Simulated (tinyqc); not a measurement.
Rigid-ion and shell models of the dielectric response of an ionic crystal. Changing the nearest-neighbour distance d. Computed by tinyqc, a small Python program. Command: `OMP_NUM_THREADS=1 python tinyqc.py 3017047 3017048 out.jsonl shell sweep`. One thread of a shared host (Intel(R) Xeon(R) Processor @ 2.30GHz), about 0.01 s of CPU time with the checks.

Charges +Z and -Z; 6 nearest neighbours, Madelung constant M = 1.747565, volume per ion pair Omega = 2.000000 d^3. Energy per pair U = -M Z^2 e2/d + 6 A exp(-d/rho), e2 = e^2/(4 pi eps_0). In the shell model the anion is a core of charge Y - Z and a massless shell of charge -Y, joined by the spring k; the repulsion acts on the shell. Each ion feels the Lorentz field E + (4 pi/3) P (Gaussian units).

Inputs (values chosen for the exercise, for a model crystal):
```
quantity                       value           unit
ionic charge Z                  1.17              e
hardness d/rho                  8.26              -
cation mass                       20              u
anion mass                     32.06              u
shell charge size Y             3.09              e
core-shell spring k             63.6  eV/angstrom^2
cation polarisability alpha_+   0.25     angstrom^3
```

Structure: rock salt.

Constants: e^2/(4 pi eps_0) = 14.39964548 eV angstrom; 1 eV/angstrom^3 = 160.2176634 GPa; nu for 1 eV/(angstrom^2 u) = 15.6333042 THz; 1 THz = 33.35640952 1/cm.

Method:
- Zero pressure fixes 6 A exp(-d/rho) = M Z^2 e2 rho/d^2. Then U = -(M Z^2 e2/d)(1 - rho/d), B = M Z^2 e2 (d/rho - 2)/(9 Omega d), and the spring of one sublattice against the other is R = (1/3) x (Laplacian of the repulsion summed over neighbours) = M Z^2 e2 (d/rho - 2)/(3 d^3), so R = 3 B Omega/d^2.
- Eliminating the shell gives the anion polarisability alpha_- = Y^2 e2/(k + R), the Szigeti charge Z_S = Z - Y R/(k + R) and the softened spring R' = k R/(k + R). With b = 4 pi (alpha_+ + alpha_-)/(3 Omega): eps_inf = (1 + 2b)/(1 - b) (Clausius-Mossotti); Born charge Z* = Z_S (eps_inf + 2)/3.
- mu lambda_TO = R' - (4 pi e2/(3 Omega)) Z_S^2/(1 - b); mu lambda_LO = mu lambda_TO + 4 pi e2 Z*^2/(eps_inf Omega); eps_s = eps_inf lambda_LO/lambda_TO.
- lambda in eV/(angstrom^2 u) gives the wavenumber 15.6333042 x 33.35640952 x sqrt(lambda); mu is the reduced mass.

One run for each value:
```
nearest-neighbour distance d (angstrom)   eps_s  eps_inf  omega_TO (1/cm)  bulk modulus B (GPa)
2.48                                     8.8411   2.3522           197.20                50.741
2.63                                     7.9740   2.0712           183.10                40.119
2.77                                     7.4111   1.8805           170.98                32.602
2.92                                     6.9709   1.7266           159.15                26.402
3.07                                     6.6419   1.6088           148.47                21.608
3.21                                     6.4039   1.5219           139.44                18.078
3.36                                     6.2019   1.4471           130.67                15.060
3.50                                     6.0500   1.3902           123.24                12.791
3.65                                     5.9168   1.3399           116.00                10.814
```

What does the table show, and why?

Over the rows, eps_s falls from 8.84 to 5.92 (exponent d ln y / d ln x -1.8 between the first rows and -0.53 between the last); eps_inf falls from 2.35 to 1.34 (exponent d ln y / d ln x -2.2 between the first rows and -0.88 between the last); omega_TO (1/cm) falls from 197 to 116 (exponent d ln y / d ln x -1.3 between the first rows and -1.4 between the last). The exponent of bulk modulus B stays at -4: B is an energy ~ 1/d over a volume ~ d^3. d/rho, k and the cation polarisability are held fixed, so each row is a different crystal at zero pressure, not one crystal under strain.
